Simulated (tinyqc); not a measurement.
Metal-interlayer-semiconductor contact, depinning against tunnelling resistance: one step of the calculation.

Zero bias, n-type semiconductor. Gap states at the semiconductor surface thin out as exp(-be ti), which unpins the barrier; electrons must then cross the interlayer (a rectangular barrier, no voltage drop across it) and the parabolic depleted layer, both by WKB. Energies E are counted from the Fermi level; no image force, parabolic bands.

Task. Exponents and integrand on an energy grid. With U = phiB - xi: for xi < E < phiB, y = (E - xi)/U and G1 = (U/E00) [sqrt(1 - y) - y ln((1 + sqrt(1 - y))/sqrt(y))], G1 = 0 above phiB; G2 = 2 ti sqrt(mi max(phiB + dE - E, 0)/C), C = hbar^2/(2 m0); f = 1/(1 + exp(E/Vt)); integrand exp(-G1 - G2) f.

Values chosen for this exercise; semiconductor values close to those of germanium; interlayer mass of the order of that in aluminium oxide, offset chosen freely:
- T = 400 K (temperature)
- ti = 0.3 nm (interlayer thickness)
- dE = 2.46 eV (conduction-band offset of the interlayer above the semiconductor)
- mi = 0.34 m0 (tunnelling mass in the interlayer)

Constants: q = 1.602176634e-19 C, kB = 1.380649e-23 J/K, hbar = 1.054571817e-34 J s, m0 = 9.1093837015e-31 kg, Vt = kB T/q, hbar^2/(2 m0) = 0.0380998212 eV nm^2. Results are converted to the units shown.

| point | E (eV) |
|---|---|
| 0 | -0.03 |
| 1 | 0.00846 |
| 2 | 0.04692 |
| 3 | 0.08538 |
| 4 | 0.12385 |
| 5 | 0.16231 |
| 6 | 0.20077 |
| 7 | 0.23923 |
| 8 | 0.27769 |
| 9 | 0.31615 |
| 10 | 0.35462 |
| 11 | 0.39308 |
| 12 | 0.43154 |
| 13 | 0.47 |

phiB = 0.52720609 eV
xi = -0.031888843 eV
E00 = 0.064499924 eV

Find: G1; G2; f; integrand.

Result.

| point | G1 | G2 | f | integrand (1e-5) |
|---|---|---|---|---|
| 0 | 8.5499 | 3.1134 | 0.70482 | 0.6064 |
| 1 | 7.1053 | 3.0935 | 0.43895 | 1.6336 |
| 2 | 6.0357 | 3.0734 | 0.20404 | 2.2578 |
| 3 | 5.1295 | 3.0533 | 0.077487 | 2.1653 |
| 4 | 4.3349 | 3.0330 | 0.026778 | 1.6903 |
| 5 | 3.6280 | 3.0125 | 0.0089348 | 1.1672 |
| 6 | 2.9946 | 2.9919 | 0.0029453 | 0.7400 |
| 7 | 2.4259 | 2.9712 | 9.6697e-4 | 0.4380 |
| 8 | 1.9164 | 2.9504 | 3.1705e-4 | 0.2441 |
| 9 | 1.4624 | 2.9293 | 1.0391e-4 | 0.1286 |
| 10 | 1.0621 | 2.9082 | 3.4038e-5 | 0.0642 |
| 11 | 0.7155 | 2.8869 | 1.1153e-5 | 0.0304 |
| 12 | 0.4242 | 2.8654 | 3.6545e-6 | 0.0136 |
| 13 | 0.1932 | 2.8437 | 1.1975e-6 | 0.0057 |

Computed by the program tinyqc: `OMP_NUM_THREADS=1 python tinyqc.py 2270111 2270112 out.jsonl`, one thread of a shared Intel Xeon 2.30GHz, about 0.03 s for the whole run.
